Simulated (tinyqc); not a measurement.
What each parameter does: shallow donor in an anisotropic valley (effective-mass theory).

One valley: H = -c [(d2/dx2 + d2/dy2)/mt + (d2/dz2)/ml] - q/(eps r), c = hbar^2/2m0, q = e^2/(4 pi eps0). Trial function exp(-sqrt((x^2 + y^2)/a^2 + z^2/b^2)) with a > b: T = (c/3)(2/(mt a^2) + 1/(ml b^2)), V = -(q/eps) atan(u/b)/u, u = sqrt(a^2 - b^2). The central cell of the impurity is left out.

Constants: hbar^2/2m0 = 3.80998211 eV angstrom^2; e^2/(4 pi eps0) = 14.39964547 eV angstrom.

Parameters, chosen for this exercise (out of a larger set: near those of AlAs; not measured data):
- ml = 1.057 m0 (longitudinal mass)
- mt = 0.186 m0 (transverse mass)
- eps = 10.4 (dielectric constant)

The minimum of the trial energy.

Results for these values:

| case | E (meV) | a (angstrom) | b (angstrom) | b/a |
|---|---|---|---|---|
| base | -38.09 | 21.58 | 11.70 | 0.542 |

What happens to each result for eps = 9.4, all else kept?

Answer: E falls from -38.09 to -46.62; a falls from 21.58 to 19.51; b falls from 11.70 to 10.58; b/a does not change at the printed digits.

The same for each parameter in turn:

| case | E (meV) | a (angstrom) | b (angstrom) | b/a |
|---|---|---|---|---|
| base | -38.09 | 21.58 | 11.70 | 0.542 |
| ml = 0.846 m0 | -36.13 | 22.34 | 13.09 | 0.586 |
| mt = 0.205 m0 | -41.04 | 19.87 | 11.15 | 0.561 |
| eps = 9.4 | -46.62 | 19.51 | 10.58 | 0.542 |

eps only rescales the solution (E as 1/eps^2, lengths as eps), so b/a depends on ml/mt alone.

tinyqc: `OMP_NUM_THREADS=1 python tinyqc.py 1250236 1250237 out.jsonl`; about 0.01 s, one thread, shared Intel(R) Xeon(R) Processor @ 2.30GHz.
